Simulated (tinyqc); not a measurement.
Stoner model of a band ferromagnet, step by step. Values are carried at full precision from step to step, so a last printed digit may differ when a step is redone from the rounded ones.

Density of states per atom and spin: triangular, D(e) = (4 M/W^2) (W/2 - |e|). Levels e -/+ I m/2 for up and down spin, m = n_up - n_down, n_up + n_down = nd. At zero temperature e(N) is the energy below which N states lie, and E(m) = sum over spins of integral e D de - I m^2/4.

Inputs chosen for the exercise: W = 6.2 eV (band width, e from -W/2 to W/2); M = 5 (states per atom and spin); nd = 8.22 (electrons per atom); I = 1.3 eV (Stoner parameter).

## The paramagnetic state and the Stoner criterion

Find EF from nd/2 states per spin, D(EF) and the product I D(EF); below 1 the susceptibility is enhanced by 1/(1 - I D).

EF = 1.2504 eV
D(EF) = 0.9624 1/eV
I D(EF) = 1.2511

The paramagnet is unstable.

## Energy against moment

Tabulate the splitting that the band needs, e(n_up) - e(n_down), against I m, and E(m) - E(0), at nine moments up to saturation m_max = min(nd, 2M - nd).

Energy curve:
```
m      e(n_up) (eV)  e(n_down) (eV)  difference (eV)  I m (eV)  E - E(0) (meV)
0.000        1.2504          1.2504           0.0000    0.0000             0.0
0.223        1.3698          1.1382           0.2317    0.2893            -3.2
0.445        1.4982          1.0320           0.4661    0.5785           -12.7
0.667        1.6377          0.9311           0.7066    0.8678           -28.0
0.890        1.7921          0.8347           0.9574    1.1570           -48.2
1.113        1.9673          0.7422           1.2252    1.4463           -71.8
1.335        2.1752          0.6532           1.5220    1.7355           -96.3
1.558        2.4461          0.5673           1.8788    2.0248          -117.1
1.780        3.1000          0.4842           2.6158    2.3140          -120.6
```

dE/dm is half of (difference - I m), so E falls wherever I m exceeds the difference.

## The ground state

Take the lowest of E(0), the stationary points e(n_up) - e(n_down) = I m, and saturation.

m = 1.710 muB
exchange splitting I m = 2.223 eV
E - E(0) = -123.7 meV

n_up, n_down: [4.965, 3.255]

Both spin bands cross the Fermi level (a weak ferromagnet).

## Checks

- States in the band over M against 1: both 1.000000.

Computed by tinyqc, a small Python program: `OMP_NUM_THREADS=1 python tinyqc.py 1682113 1682114 out.jsonl` (the numbers bound the seed that draws the inputs); one thread of a shared host (Intel(R) Xeon(R) Processor @ 2.30GHz), about 0.4 s for the whole set of steps.
